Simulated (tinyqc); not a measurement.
Which pair of peaks is best: composition and strain of an epitaxial Si(1-x)Ge(x) layer from Raman and X-ray peaks. Computed by tinyqc, a small Python program. Command: `OMP_NUM_THREADS=1 python tinyqc.py 3011706 3011707 out.jsonl epiraman walk`. One thread of a shared host (Intel(R) Xeon(R) Processor @ 2.30GHz), about 0.01 s of CPU time with the checks.

A (001) layer, biaxially strained in the plane. The Raman peaks follow empirical lines omega = w0 + c1 x + c3 x^3 + b eps (c3 for Si-Ge alone), with eps the in-plane strain.

Inputs (values chosen for the exercise, modelled on silicon-germanium):
```
quantity                     value  unit
Ge fraction x                 0.59     -
Si-Si: c1                    -67.9  1/cm
Si-Si: strain coefficient b   -697  1/cm
Si-Ge: c1                     25.3  1/cm
Si-Ge: c3                      -32  1/cm
Si-Ge: strain coefficient b   -598  1/cm
Ge-Ge: c1                       20  1/cm
Ge-Ge: strain coefficient b   -447  1/cm
uncertainty of a Raman peak    0.1  1/cm
```

Substrate: relaxed alloy buffer.

Method. For each pair invert J = [d omega/dx, d omega/d eps] at the true x. Independent errors of the given size in both peaks give sigma_x and sigma_eps = uncertainty x (norm of the rows of the inverse of J).

Error propagation:
```
pair               det J    sigma_x  sigma_eps (per mille)
Si-Si and Si-Ge   34.946  0.0026280                0.19568
Si-Si and Ge-Ge  44.2913  0.0018695                0.15982
Si-Ge and Ge-Ge   15.589  0.0047894                0.13846
```

What does the comparison show, and why?

The pair Si-Si and Ge-Ge fixes x best (sigma_x = 0.0019) and Si-Ge and Ge-Ge worst (0.0048), a factor 2.6. Strain moves all peaks the same way, so a good pair needs different ratios of composition slope to strain coefficient, best of opposite sign; the slopes here are -67.9, -8.1 and 20 per cm for Si-Si, Si-Ge and Ge-Ge. Errors in the coefficients themselves are not counted.

Extremes, crossings and ranges named in words are read from the listed rows.
